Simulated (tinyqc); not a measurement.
## Band offsets from two capacitances

Inverse problem. A p-n heterojunction (1: p-type, 2: n-type) in the depletion approximation obeys 1/C^2 = 2 (er1 N1 + er2 N2)(Vbi - V)/(q eps0 er1 er2 N1 N2), with Vbi = dEc + Eg1 - Vt ln(Nc2 Nv1/(N1 N2)), dEc = Ec2 - Ec1 and dEv = Eg2 - Eg1 - dEc. Find N2, Vbi, dEc and dEv.

Values chosen for this exercise; band and dielectric values those of a made-up pair: temperature T = 300 K; band gap of material 1 Eg1 = 0.799 eV; relative permittivity of material 1 er1 = 14.2; valence-band density of states of material 1 Nv1 = 6.79e18 cm^-3; band gap of material 2 Eg2 = 1.6 eV; relative permittivity of material 2 er2 = 13.6; conduction-band density of states of material 2 Nc2 = 5.63e17 cm^-3; acceptor density of material 1 N1 = 7.5e17 cm^-3.

Constants: q = 1.602176634e-19 C, kB = 1.380649e-23 J/K, Vt = kB T/q, eps0 = 8.8541878128e-14 F/cm where lengths are in cm. Results are converted to the units shown.

C at V = -0.6 and -2.8 V (nF/cm^2): 33.720583  21.081301

Solution. The slope of 1/C^2 against -V is (2/(q eps0)) (1/(er2 N2) + 1/(er1 N1)), which gives N2; the intercept is Vbi, and the offsets follow.

N2 = 1.700e16 cm^-3
Vbi = 0.8116 V
dEc = 0.1600 eV
dEv = 0.6410 eV

Numbers from tinyqc (`OMP_NUM_THREADS=1 python tinyqc.py 2040060 2040061 out.jsonl`; about 0.05 s on one thread of a shared Intel Xeon 2.30GHz).
